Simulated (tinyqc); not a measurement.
Changing the later thermal budget (Dt)2: out-diffusion of a doped substrate or buried layer into a growing epitaxial film. Computed by tinyqc, a small Python program. Command: `OMP_NUM_THREADS=1 python tinyqc.py 3025572 3025573 out.jsonl buried sweep`. One thread of a shared host (Intel(R) Xeon(R) Processor @ 2.30GHz), about 0.01 s of CPU time with the checks.

x is counted from the original substrate surface into the film, whose surface moves as x = v t. Substrate dopant has one diffusivity; the dopant of the film is taken as uniform.

Inputs (values chosen for the exercise, modelled on arsenic in silicon):

| quantity | value | unit |
|---|---|---|
| prefactor D0 | 9.73 | cm^2/s |
| activation energy E | 3.99 | eV |
| substrate concentration C_s | 1.7e+18 | 1/cm^3 |
| film doping C_e | 2.2e+15 | 1/cm^3 |
| growth rate v | 0.34 | um/min |
| film thickness d | 0.5 | um |
| growth temperature T | 1000 | C |
| autodoping level at the start, as a share of C_s | 0.0008 | - |
| decay length of autodoping | 0.2 | um |

Film doping: opposite type.

Constants: k_B = 8.617333262e-05 eV/K.

Method:
- D = D0 exp(-E/(k_B T)); growth time t = d/v; l = 2 sqrt(D t); growth number G = v t/l = d/l; 1 um = 1e-4 cm.
- Temperatures in kelvin are T(C) + 273.15.
- After growth and the later budget: l2 = 2 sqrt(D t + (Dt)2); C(x) = (C_s/2) erfc(x/l2) + share x C_s exp(-x/decay length) for x > 0 (autodoping taken as unchanged by the later budget). The transition x_t solves C(x) = C_e, the metallurgical junction.
- Usable film = d - x_t. Also give x_t for the erfc term alone, after growth and after the later budget.

One run for each value:

| later thermal budget (Dt)2 (cm^2) | x_t after the later budget, erfc alone (um) | x_t with autodoping (um) | usable film (um) |
|---|---|---|---|
| 1.00e-13 | 0.0208 | 0.0224 | 0.4776 |
| 4.00e-13 | 0.0312 | 0.0335 | 0.4665 |
| 1.00e-12 | 0.0454 | 0.0484 | 0.4516 |
| 5.00e-12 | 0.0966 | 0.1010 | 0.3990 |
| 2.00e-11 | 0.1912 | 0.1962 | 0.3038 |
| 6.00e-11 | 0.3304 | 0.3345 | 0.1655 |

Over the rows, x_t after the later budget, erfc alone (um) rises from 0.0208 to 0.330 (exponent d ln y / d ln x 0.29 between the first rows and 0.50 between the last); x_t with autodoping (um) rises from 0.0224 to 0.335 (exponent d ln y / d ln x 0.29 between the first rows and 0.49 between the last); usable film (um) falls from 0.478 to 0.165 (exponent d ln y / d ln x -0.017 between the first rows and -0.55 between the last). At the high end the exponent of x_t after the later budget, erfc alone is 0.50, close to 0.50: the later budget dominates.  Left out: 2.00e-10, 8.00e-10, 3.00e-9 (the transition reaches the surface).
